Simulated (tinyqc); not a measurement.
# Worked calculation: van der Pauw, Hall and four-point-probe measurements on a doped layer

tinyqc, about 0.04 s, one thread, Intel Xeon 2.30GHz (shared host): `OMP_NUM_THREADS=1 python tinyqc.py 2850158 2850159 out.jsonl` Printed values are rounded.

A uniform n-type layer with sheet resistance Rs = 1/(q ns mu), point contacts, low field (mu B small).

Values chosen for this exercise: sheet density of the layer ns = 6.5e14 cm^-2; drift mobility mu = 73 cm^2/(V s); Hall factor rH = 1; magnetic field B = 2 T; current I = 1000 uA; side ratio a/b of a rectangular sample with corner contacts ar = 1.5; thickness of the layer t = 25 nm.

Constants: q = 1.602176634e-19 C. Results are converted to the units shown.

## Resistances and Hall voltage

Rs = 1/(q ns mu). For a rectangle with contacts at the corners, RA = (8 Rs/pi) sum_(k>=0) ln coth((2k + 1) pi a/(2 b)) with current along a short side b and voltage along the opposite one, RB the same with a and b exchanged; Hall voltage VH = rH B I/(q ns), negative for electrons.

Rs = 131.5387 ohm/square
RA = 6.018742 ohm
RB = 84.18836 ohm
VH = -1.920464 mV

RB/RA = 14.0; for a square both equal Rs ln 2/pi = 29.0 ohm.

## Starting value

z = 2 ln 2/(pi (RA + RB)), exact for RA = RB.

z at the start = 4.891757 mS

## Iteration 1: new z

The van der Pauw equation exp(-pi RA z) + exp(-pi RB z) = 1 is solved for z = 1/Rs: e1 = exp(-pi RA z), e2 = exp(-pi RB z), f = e1 + e2 - 1, f' = -pi (RA e1 + RB e2), z(new) = z - f/f'.

e1 = 0.9116534
e2 = 0.2742270
f = 0.1858804
f' = -0.08976703 kohm
z after iteration 1 = 6.962454 mS

## Iteration 2: new z

As before.

e1 = 0.8766485
e2 = 0.1585844
f = 0.03523291
f' = -0.05851932 kohm
z after iteration 2 = 7.564528 mS

## Course of the iteration

Stop when the step is below 1e-10 mS, or after 40 iterations.

Course of the iteration:
```
iteration  z before the step (mS)  step (mS)
1                        4.891757       2.07
2                        6.962454      0.602
3                        7.564528     0.0377
4                        7.602195    1.33e-4
5                        7.602328    1.66e-9
6                        7.602328          0
```

Converged in 6 iterations.

## Sheet density, mobility and bulk values

converged z = 7.602328 mS

Rs = 1/z; Hall sheet density B I/(q |VH|); Hall mobility |VH|/(Rs B I); true values ns = rH times the Hall density, mu = Hall mobility/rH; bulk density ns/t, resistivity Rs t; correction factor F = Rs/[(pi/ln 2)(RA + RB)/2].

Rs = 131.5387 ohm/square
Hall sheet density = 6.5e14 cm^-2
Hall mobility = 73 cm^2/(V s)
ns = 6.5e14 cm^-2
mu = 73 cm^2/(V s)
bulk density = 2.6e20 cm^-3
resistivity = 3.288466e-4 ohm cm
F = 0.6434551

Taking the mean of RA and RB without F would overstate Rs by 55 %.
